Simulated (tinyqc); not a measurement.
# Undoped symmetric double-gate MOSFET, analytic potential model: output curve

An undoped body of thickness ts between two equal insulators and tied gates; long channel, electrons only, n = ni exp((psi - V)/Vt) with V the quasi-Fermi potential (0 at the source, Vd at the drain), constant mobility, no quantisation. Across the body psi(x) = V - 2 Vt ln[(ts/(2 beta)) sqrt(q ni/(2 eps0 eps_r Vt)) cos(2 beta x/ts)], x from the centre. Q is the electron charge per area of the whole body.

ni = sqrt(Nc Nv) exp(-Eg/(2 Vt)), Eg in volts; r = eps_r tox/(eox ts); V0 = dphi + 2 Vt ln[(2/ts) sqrt(2 eps0 eps_r Vt/(q ni))]. beta (between 0 and pi/2) solves (Vg - V0 - V)/(2 Vt) = ln(beta) - ln(cos beta) + 2 r beta tan(beta). Q = 8 eps0 eps_r Vt beta tan(beta)/ts; I = mu (1/L)(4 eps0 eps_r/ts)(2 Vt)^2 [g(beta_s) - g(beta_d)] per width, g = beta tan(beta) - beta^2/2 + r beta^2 tan^2(beta), with beta_s at V = 0 and beta_d at V = Vd.

Inputs (values chosen for the exercise); material values close to those of silicon:
```
symbol,value,unit,meaning
T,273,K,temperature
Eg,1.13,eV,band gap
eps_r,11.9,,relative permittivity of the semiconductor
Nc,2.46e19,cm^-3,conduction-band density of states at T
Nv,2.3e19,cm^-3,valence-band density of states at T
eox,7.54,,relative permittivity of the gate insulator
tox,4,nm,insulator thickness
ts,5,nm,body thickness
dphi,0.06,V,gate work function less that of the intrinsic body
mu,590,cm^2/(V s),channel mobility
L,0.2,um,gate length
Vg,0.89,V,gate voltage
```

Constants: q = 1.602176634e-19 C, kB = 1.380649e-23 J/K, Vt = kB T/q, eps0 = 8.8541878128e-14 F/cm where lengths are in cm. Results are converted to the units shown.

Output curve:

| Vd (V) | Qd (nC/cm^2) | Qd/Qs | I (uA/um) |
|---|---|---|---|
| 0.06 | 695.7 | 0.8023 | 138.3 |
| 0.11 | 556.8 | 0.6422 | 230.6 |
| 0.16 | 422.8 | 0.4876 | 302.8 |
| 0.22 | 271.7 | 0.3133 | 364.0 |
| 0.27 | 159.0 | 0.1833 | 395.6 |
| 0.32 | 68.64 | 0.07916 | 412.0 |
| 0.38 | 12.07 | 0.01391 | 418.2 |
| 0.43 | 1.673 | 0.001929 | 419.0 |
| 0.48 | 0.2040 | 2.353e-4 | 419.1 |

What does the table show?

The current rises from 138 to 419 uA/um, while the charge at the drain end falls from 0.80 to 2.4e-4 of that at the source. The current first comes within 1 % of its last value at Vd = 0.38 V among the rows. Over the last rows Qd falls by a factor of e for each Vt of drain voltage: the drain end is in weak inversion. In every row the surface density at the source passes 0.3 Nc, where Boltzmann statistics fail. For Vd = 0.11 to 0.48 V mu V/L, with V the smaller of Vd and Vg - V0, passes 3e6 cm/s, so velocity saturation would lower the current. In every row the body is thin enough for quantum confinement, left out here, to raise the threshold.

Numbers from tinyqc (`OMP_NUM_THREADS=1 python tinyqc.py 2440055 2440056 out.jsonl`; about 0.02 s on one thread of a shared Intel Xeon 2.30GHz).
